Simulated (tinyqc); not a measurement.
Barrier height from two thicknesses.

Inverse problem. Through a thick flat barrier T = c exp(-2 kappa t) with a prefactor c that does not depend on t, and kappa = sqrt(m1 phi1/C), C = hbar^2/(2 m0). Find kappa, the decades lost for each nanometre, c and phi1.

Inputs (values chosen for the exercise): tunnelling mass of layer 1 m1 = 0.48 m0.

Constants: q = 1.602176634e-19 C, hbar = 1.054571817e-34 J s, m0 = 9.1093837015e-31 kg, hbar^2/(2 m0) = 0.0380998212 eV nm^2. Results are converted to the units shown.

T at t = 1 and 2.7 nm: [1.1705497e-5, 6.0414116e-15]

Solution. The ratio of the two values removes c: kappa = ln(T_a/T_b)/(2 (t_b - t_a)).

kappa = 6.29 1/nm
decades a nanometre = 5.46
c = 3.40
phi1 = 3.14 eV

Computed by the program tinyqc: `OMP_NUM_THREADS=1 python tinyqc.py 2540121 2540122 out.jsonl`, one thread of a shared Intel Xeon 2.30GHz, about 0.03 s for the whole run.
